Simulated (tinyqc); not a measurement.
Long-channel MOSFET, surface-potential model: one step of the calculation.

n-channel transistor on a uniformly doped p-type body, gradual-channel approximation, constant mobility, Boltzmann statistics, full ionisation. Potentials are counted from the neutral body; V is the electron quasi-Fermi potential, Vsb at the source and Vsb + Vds at the drain. Charges are magnitudes per area.

Question. Charges and current of the charge-sheet model. psi_0 and psi_L solve Vgs + Vsb - Vfb - psi = gamma sqrt(G) at V = Vsb and Vsb + Vds. Qi = Cox gamma [sqrt(G) - sqrt(psi - Vt)], G = psi - Vt + Vt exp((psi - 2 phiF - V)/Vt), at both ends. With U = Vgs + Vsb - Vfb: drift = mu (W/L) Cox [U (psi_L - psi_0) - (psi_L^2 - psi_0^2)/2 - (2/3) gamma ((psi_L - Vt)^1.5 - (psi_0 - Vt)^1.5)]; diffusion = mu (W/L) Vt (Qi0 - QiL).

Inputs (values chosen for the exercise); material values close to those of silicon:
- T = 300 K (temperature)
- Vfb = -0.75 V (flat-band voltage)
- mu = 280 cm^2/(V s) (channel mobility)
- W = 20 um (gate width)
- L = 1 um (gate length)
- Vsb = 0 V (source-body reverse bias)
- Vgs = 1.53 V (gate-source voltage)
- Vds = 0.2 V (drain-source voltage)

Constants: q = 1.602176634e-19 C, kB = 1.380649e-23 J/K, Vt = kB T/q. Results are converted to the units shown.

psi_0 = 0.98863773 V
psi_L = 1.1790375 V
phiF = 0.41469887 V
Cox = 0.56387196 uF/cm^2
gamma = 0.35546405 V^0.5

Wanted: Qi0; QiL; drift current; diffusion current; drain current.

Answer.

Qi0 = 531.49 nC/cm^2
QiL = 405.56 nC/cm^2
drift current = 499.41 uA
diffusion current = 18.231 uA
drain current = 517.64 uA

Drift carries 96.5 % of the current.

Computed by the program tinyqc: `OMP_NUM_THREADS=1 python tinyqc.py 2360004 2360005 out.jsonl`, one thread of a shared Intel Xeon 2.30GHz, about 0.03 s for the whole run.
